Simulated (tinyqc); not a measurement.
# Planar metal-insulator-metal capacitor: capacitance, non-linearity, leakage and relaxation: two studies

A film between two metal electrodes, each interface adding a series capacitance ci. The small-signal permittivity is ek (1 + aq E^2); the field is found with the linear permittivity. Leakage J = J0 sinh(E/Ef). After a voltage step the film passes a relaxation current kr C V tt^(-nr), tt being the time in seconds.

Values chosen for this exercise; permittivity of the order of that of hafnium oxide: relative permittivity of the film ek = 19.2; film thickness t = 14 nm; capacitance of each electrode interface (dead layer and screening) ci = 170 uF/cm^2; quadratic field coefficient of the permittivity aq = 0.0097 cm^2/MV^2; bias V = 1 V; exponent of the relaxation current nr = 0.969; strength of the relaxation kr = 0.0053; leakage prefactor J0 = 1e-11 A/cm^2; field for an e-fold rise of the leakage Ef = 0.35 MV/cm; duration of the write pulse t0 = 1e-7 s.

Constants: eps0 = 8.8541878128e-14 F/cm where lengths are in cm. Results are converted to the units shown.

Each table varies one quantity; the others keep the values above.

## Capacitance, non-linearity and leakage against thickness

Planar film: Cf = eps0 ek/t, 1/C = 1/Cf + 2/ci, EOT = 3.9 eps0/C, effective permittivity C t/eps0, E = (V/t) C/Cf; quadratic coefficient [C(V)/C - 1]/V^2 with Cf (1 + aq E^2) in C(V).

Result of one run:
```
t (nm)	C (uF/cm^2)	EOT (nm)	effective permittivity	E (MV/cm)	quadratic coefficient (ppm/V^2)	J (A/cm^2)
5.5	2.982	1.158	18.53	1.754	2.878e4	7.514e-10
```

What becomes of these results when the film thickness t is changed from 5.5 to 60 nm, all else the same?

Result of the changed run:
```
t (nm)	C (uF/cm^2)	EOT (nm)	effective permittivity	E (MV/cm)	quadratic coefficient (ppm/V^2)	J (A/cm^2)
60	0.2824	12.23	19.14	0.1661	266.8	4.926e-12
```

The whole series:
```
t (nm)	C (uF/cm^2)	EOT (nm)	effective permittivity	E (MV/cm)	quadratic coefficient (ppm/V^2)	J (A/cm^2)
2.5	6.296	0.5484	17.78	3.704	1.220e5	1.971e-7
3.7	4.359	0.7922	18.22	2.564	6.031e4	7.597e-9
5.5	2.982	1.158	18.53	1.754	2.878e4	7.514e-10
8.2	2.024	1.706	18.74	1.190	1.342e4	1.499e-10
12	1.393	2.478	18.89	0.8197	6410	5.153e-11
18	0.9341	3.697	18.99	0.5495	2896	2.299e-11
27	0.6250	5.525	19.06	0.3676	1301	1.255e-11
40	0.4229	8.166	19.10	0.2488	597.2	7.721e-12
60	0.2824	12.23	19.14	0.1661	266.8	4.926e-12
```

C falls from 6.30 to 0.282 uF/cm^2 while the effective permittivity goes from 17.8 to 19.1 (ek = 19.2). EOT is a straight line in t with slope 3.9/ek = 0.203 and intercept 0.0406 nm. The quadratic coefficient goes as t^(-1.80) between the first two rows and t^(-1.99) between the last two (-2 without interfaces), and J falls by 4.60 decades. For t = 2.5, 3.7 direct tunnelling, left out, would add to the leakage.

## Charge lost after writing

Planar film: Cf = eps0 ek/t, 1/C = 1/Cf + 2/ci, EOT = 3.9 eps0/C, effective permittivity C t/eps0, E = (V/t) C/Cf. A capacitor written for t0 and then left open loses, as a share of C V, kr (tt^(1 - nr) - t0^(1 - nr))/(1 - nr) by relaxation and J tt/(C V) by leakage; both are taken as small, and rows far outside that range are left out.

The same in every row: leakage current (nA/cm^2) = 0.036725.

Results:
```
tt (s)	relaxation current (nA/cm^2)	loss by relaxation (%)	loss by leakage (%)	total loss (%)
1e-6	4.1346e6	0.76751	3.0676e-9	0.76751
1e-5	4.4406e5	1.5918	3.0676e-8	1.5918
0.0001	47691	2.4771	3.0676e-7	2.4771
0.001	5122.0	3.4279	3.0676e-6	3.4279
0.01	550.09	4.4490	3.0676e-5	4.4490
0.1	59.080	5.5457	3.0676e-4	5.5460
1	6.3451	6.7235	0.0030676	6.7266
10	0.68146	7.9885	0.030676	8.0192
1000	0.0078603	10.806	3.0676	13.874
```

Estimate the missing row, tt = 100 s.

Computed row:
```
tt (s)	relaxation current (nA/cm^2)	loss by relaxation (%)	loss by leakage (%)	total loss (%)
100	0.073188	9.3471	0.30676	9.6539
```

With this row back in the table: The two currents are equal at tt = 204 s. The loss by relaxation grows from 0.768 to 10.8 %, by 0.824 points over the first decade and 1.46 over the last, while the loss by leakage grows tenfold a decade. Relaxation is the larger loss in every row.

Computed by the program tinyqc: `OMP_NUM_THREADS=1 python tinyqc.py 2102181 2102182 out.jsonl`, one thread of a shared Intel Xeon 2.30GHz, about 0.01 s for the whole run.
